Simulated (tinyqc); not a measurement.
# Small-signal admittance of a forward-biased p+-n diode: what changes with what

Holes injected into a neutral base of width wb with an ohmic contact at its end; low injection, p0 far above the equilibrium density. A small voltage v exp(i w t), w = 2 pi f, modulates the edge density by p0 v/Vt, and the small-signal density obeys Dp d2p/dx2 = (1/tau + i w) p.

Inputs (values chosen for the exercise); permittivity close to that of silicon: temperature T = 275 K; relative permittivity eps_r = 11.7; donor density of the base Nd = 1.9e15 cm^-3; hole diffusion coefficient Dp = 9.9 cm^2/s; hole lifetime tau = 1e-7 s; width of the neutral base wb = 2.6 um; excess hole density at the junction edge p0 = 4.6e12 cm^-3; acceptor density of the p+ side Na = 8e19 cm^-3; series resistance Rs = 0.014 ohm cm^2; signal frequency f = 1.9e6 Hz.

Constants: q = 1.602176634e-19 C, kB = 1.380649e-23 J/K, Vt = kB T/q, eps0 = 8.8541878128e-14 F/cm where lengths are in cm. Results are converted to the units shown.

Each table varies one quantity; the others keep the values above.

## Admittance against frequency

L = sqrt(Dp tau); direct current J = (q Dp p0/L) coth(wb/L); k = sqrt(1 + i w tau)/L; diffusion admittance Y = (q Dp p0/Vt) k coth(k wb) = G + i w C_diff; junction capacitance C_j = sqrt(q eps0 eps_r Nd/(2 Vr)) in the depletion approximation, with the remaining barrier Vr = Vt ln(Na/p0), a rough value under forward bias; base-width modulation is left out. Measured admittance 1/[Rs + 1/(Y + i w C_j)].

The same in every row: C_j (uF/cm^2) = 0.01998.

Results:
```
f (Hz)   w tau  G (S/cm^2)  C_diff (uF/cm^2)  measured G (S/cm^2)  measured C (uF/cm^2)  phase of the measured Y (degrees)
2e5     0.1257       1.211          0.002671                1.191               0.02190                              1.324
6e5     0.3770       1.211          0.002671                1.191               0.02190                              3.966
3e6      1.885       1.211          0.002671                1.194               0.02190                              19.08
5e7      31.42       1.325          0.002598                1.961               0.02156                              73.85
2e8      125.7       2.357          0.001960                10.75               0.01804                              64.63
8e8      502.7       4.912          9.743e-4                48.41              0.006318                              33.27
3e9       1885       9.502          5.038e-4                68.77              6.716e-4                              10.43
1e10      6283       17.35          2.760e-4                71.15              6.350e-5                              3.210
```

Estimate the missing row, f = 1e7 Hz.

Computed row:
```
f (Hz)  w tau  G (S/cm^2)  C_diff (uF/cm^2)  measured G (S/cm^2)  measured C (uF/cm^2)  phase of the measured Y (degrees)
1e7     6.283       1.216          0.002668                1.222               0.02189                              48.37
```

With this row back in the table: G starts at J/Vt = 1.21 S/cm^2 and C_diff at (J tau/(2 Vt))(1 - 2 x/sinh 2x) = 0.00267 uF/cm^2, x = wb/L = 0.261. Between the last two rows G goes as f^(0.50) and C_diff as f^(-0.50); the limits are 1/2 and -1/2, reached when the signal penetrates only sqrt(Dp/w). The measured C is 3.3 % below C_diff + C_j in the first row and 100 % below it in the last, the difference being due to Rs.

## Effect of the excess hole density at the junction edge

Same model as above.

The same in every row: w tau = 1.1938.

Effect of the excess hole density at the junction edge:
columns A: p0 (cm^-3); B: G (S/cm^2); C: C_diff (uF/cm^2); D: C_j (uF/cm^2); E: measured G (S/cm^2); F: measured C (uF/cm^2); G: phase of the measured Y (degrees)
```
A             B          C         D          E         F       G
2e8   5.2661e-5  1.1613e-7  0.015782  5.4961e-4  0.015782  89.833
2e9   5.2661e-4  1.1613e-6  0.016509  0.0010705  0.016510  89.689
2e10  0.0052661  1.1613e-5  0.017348  0.0058668  0.017357  88.378
2e11   0.052661  1.1613e-4  0.018328   0.053299  0.018417  76.373
2e12    0.52661  0.0011613  0.019497    0.52359  0.020356  24.898
2e13     5.2661   0.011613  0.020921     4.9062  0.028219  3.9280
2e14     52.661    0.11613  0.022712     30.320  0.045995  1.0375
```

As p0 goes from 2e8 to 2e14, G rises from 5.27e-5 to 52.7 S/cm^2, C_diff rises from 1.16e-7 to 0.116 uF/cm^2 and the measured C rises from 0.0158 to 0.0460 uF/cm^2. C_diff exceeds C_j for p0 = 2e14.

Program tinyqc, `OMP_NUM_THREADS=1 python tinyqc.py 2890224 2890225 out.jsonl`; Intel Xeon 2.30GHz, shared host, one thread, about 0.01 s.
